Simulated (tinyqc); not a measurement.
p-n diode with diffusion and depletion-layer recombination: currents and ideality against junction voltage.

Abrupt junction in the depletion approximation, low injection, full ionisation, neutral widths fixed, ohmic contact on the p side. Vj is the junction voltage; where a series resistance Rs is given, V = Vj + J Rs is the terminal voltage.

ni = sqrt(Nc Nv) exp(-Eg/(2 Vt)), Eg in volts; D = mu Vt; Ln = sqrt(Dn tn), Lp = sqrt(Dp tp); J0n = q ni^2 Dn coth(wp/Ln)/(Ln Na); J0p = (q ni^2 Dp/(Lp Nd)) (s + tanh(wn/Lp))/(1 + s tanh(wn/Lp)), s = Sp Lp/Dp. J_diff = (J0n + J0p)(exp(Vj/Vt) - 1). Vbi = Vt ln(Na Nd/ni^2), W = sqrt(2 eps0 eps_r (Vbi - Vj)(1/Na + 1/Nd)/q), xp = W Nd/(Na + Nd), xn = W Na/(Na + Nd); u(x) = q Na (x + xp)^2/(2 eps0 eps_r) for x < 0 and Vbi - Vj - q Nd (xn - x)^2/(2 eps0 eps_r) for x > 0; p = Na exp(-u/Vt), n = Nd exp((u - Vbi + Vj)/Vt); U = ni^2 (exp(Vj/Vt) - 1)/(tp (n + ni exp(Et/Vt)) + tn (p + ni exp(-Et/Vt))); J_scr = q times the integral of U from -xp to xn. J = J_diff + J_scr. Ideality = (1/Vt) dVj/d ln J or (1/Vt) dV/d ln J; last column ni^2 exp(Vj/Vt)/N^2.

Inputs (values chosen for the exercise); band and dielectric values close to those of 4H silicon carbide: temperature T = 325 K; band gap Eg = 3.27 eV; relative permittivity eps_r = 9.71; conduction-band density of states at T Nc = 1.88e19 cm^-3; valence-band density of states at T Nv = 2.81e19 cm^-3; acceptor density Na = 1e16 cm^-3; donor density Nd = 2.4e17 cm^-3; electron mobility in the p side mun = 690 cm^2/(V s); hole mobility in the n side mup = 52 cm^2/(V s); electron lifetime tn = 2e-7 s; hole lifetime tp = 5e-7 s; neutral width of the p side wp = 12 um; neutral width of the n side wn = 1.5 um; recombination velocity at the n contact Sp = 1e7 cm/s; series resistance Rs = 0.04 ohm cm^2; trap level above the intrinsic level Et = 0.15 eV.

Constants: q = 1.602176634e-19 C, kB = 1.380649e-23 J/K, Vt = kB T/q, eps0 = 8.8541878128e-14 F/cm where lengths are in cm. Results are converted to the units shown.

Currents and ideality against junction voltage:
```
Vj (V),J_diff (A/cm^2),J_scr (A/cm^2),J (A/cm^2),V (V),ideality against Vj,ideality against V,"minority/doping, lighter side"
0.73,6.399e-32,1.665e-19,1.665e-19,0.7300,1.973,1.973,2.163e-33
0.98,4.818e-28,1.541e-17,1.541e-17,0.9800,1.970,1.970,1.629e-29
1.24,5.184e-24,1.727e-15,1.727e-15,1.240,1.965,1.965,1.752e-25
1.49,3.903e-20,1.635e-13,1.635e-13,1.490,1.958,1.958,1.319e-21
1.74,2.939e-16,1.577e-11,1.577e-11,1.740,1.948,1.948,9.934e-18
2,3.162e-12,1.883e-9,1.887e-9,2.000,1.929,1.929,1.069e-13
2.25,2.381e-8,1.976e-7,2.214e-7,2.250,1.733,1.733,8.048e-10
2.5,1.793e-4,2.370e-5,2.030e-4,2.500,1.055,1.055,6.060e-6
2.76,1.929,0.004869,1.934,2.837,1.001,3.763,0.06521
```

The ideality against Vj falls from 1.97 to 1.00. Diffusion overtakes recombination in the layer between Vj = 2.25 and 2.5 V. J_scr alone has an ideality of 1.97 between the first two rows and 1.74 between the last two. From Vj = 2.76 V the series resistance raises the terminal ideality by over a tenth; there J Rs = 2.8 Vt.

tinyqc, about 0.01 s, one thread, Intel Xeon 2.30GHz (shared host): `OMP_NUM_THREADS=1 python tinyqc.py 2260112 2260113 out.jsonl`
